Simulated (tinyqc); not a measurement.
What each parameter does: valley splitting of a silicon quantum well in envelope theory.

The well lies at 0 < z < L; U(z) = V0 [1/(1 + exp(z/w)) + 1/(1 + exp((L - z)/w))] - e F z, 1 mV/nm = 1e-4 eV/angstrom. The envelope psi solves -(c/ml) psi'' + U psi = E psi, c = hbar^2/2m0, by three-point differences on a grid of 0.1 angstrom from -40 to L + 40 angstrom. The two valleys at +/- k0 couple through D = C0 times the integral of exp(-i q z) U(z) psi^2, q = 2 k0 (2 pi/a), and split by Ev = 2|D|.

Random alloy: with Y(z) = Yw + (Yb - Yw) B(z), B the bracket in U, and in-plane density exp(-r^2/ad^2)/(pi ad^2), D gains a random complex part of variance sigma^2 = (C0^2/pi)(a^2 V0/(8 ad (Yb - Yw)))^2 (4/a) times the integral of psi^4 Y (1 - Y). Alone it gives a mean splitting sqrt(pi) sigma; together with the smooth part the rms splitting is 2 sqrt(|D|^2 + sigma^2).

Constants: hbar^2/2m0 = 3.80998211 eV angstrom^2.

Parameters, chosen for this exercise (near those of a strained Si well in SiGe; shifted at random, so the results belong to these values and not to a real crystal):

| symbol | value | unit | meaning |
|---|---|---|---|
| L | 102 | angstrom | well width |
| V0 | 0.15 | eV | conduction offset |
| ml | 0.924 | m0 | mass along z |
| w | 0.8 | angstrom | interface width parameter |
| F | 7.6 | mV/nm | field pressing towards the upper interface |
| k0 | 0.852 | 2 pi/a | valley position |
| a | 5.431 | angstrom | lattice constant |
| C0 | 0.273 |  | Bloch overlap factor |
| Yb | 0.24 |  | Ge share of the barrier |
| Yw | 0.05 |  | Ge share of the well |
| ad | 110 | angstrom | dot radius |

Orbital spacing, psi^2 at z = L, the smooth splitting and sigma; V0 is held fixed when Yw changes.

One parameter was then changed.

Results before and after:

| case | E2 - E1 (meV) | psi^2(L) (1e-3/angstrom) | 2\|D\| (micro-eV) | sigma (micro-eV) |
|---|---|---|---|---|
| base | 23.23 | 4.749 | 15.13 | 117.2 |
| changed | 23.23 | 4.749 | 18.17 | 140.8 |

Which of these changes was made? (a) w = 1.04 angstrom; (b) L = 108 angstrom; (c) V0 = 0.188 eV; (d) C0 = 0.328; (e) ad = 150 angstrom; (f) k0 = 0.832 2 pi/a; (g) F = 11.4 mV/nm; (h) Yw = 0.08.

Answer: (d) C0 = 0.328. Of the candidates, run in turn, only this one gives the changed row.

All candidates:

| case | E2 - E1 (meV) | psi^2(L) (1e-3/angstrom) | 2\|D\| (micro-eV) | sigma (micro-eV) |
|---|---|---|---|---|
| base | 23.23 | 4.749 | 15.13 | 117.2 |
| ad = 150 angstrom | 23.23 | 4.749 | 15.13 | 85.9 |
| Yw = 0.08 | 23.23 | 4.749 | 15.13 | 172.9 |
| L = 108 angstrom | 23.21 | 4.749 | 15.14 | 117.2 |
| V0 = 0.188 eV | 23.29 | 3.713 | 15.12 | 146.9 |
| w = 1.04 angstrom | 23.21 | 4.578 | 4.53 | 117.2 |
| F = 11.4 mV/nm | 30.25 | 7.177 | 22.95 | 125.3 |
| k0 = 0.832 2 pi/a | 23.23 | 4.749 | 16.99 | 117.2 |
| C0 = 0.328 | 23.23 | 4.749 | 18.17 | 140.8 |

Program tinyqc; command `OMP_NUM_THREADS=1 python tinyqc.py 1251235 1251236 out.jsonl`; about 0.2 s on one thread of a shared Intel(R) Xeon(R) Processor @ 2.30GHz.
